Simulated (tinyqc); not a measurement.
Worked calculation: plane-wave Kohn-Sham cycle with exchange-only LDA in a layered model solid. One step of it, computed by the program tinyqc.

Problem. Iteration 2: levels at that k. Diagonalise the Hermitian matrix.

H (hartree), order -2, -1, +0, +1, +2:
```
[[0.110281, -0.200079, 0.001909, -0.000084, -0.000021],
 [-0.200079, -0.085312, -0.200079, 0.001909, -0.000084],
 [0.001909, -0.200079, -0.150509, -0.200079, 0.001909],
 [-0.000084, 0.001909, -0.200079, -0.085312, -0.200079],
 [-0.000021, -0.000084, 0.001909, -0.200079, 0.110281]]
```

Give: eigenvalues.

Solution.

eigenvalues (hartree): [-0.436, -0.212, 0.008, 0.235, 0.304]
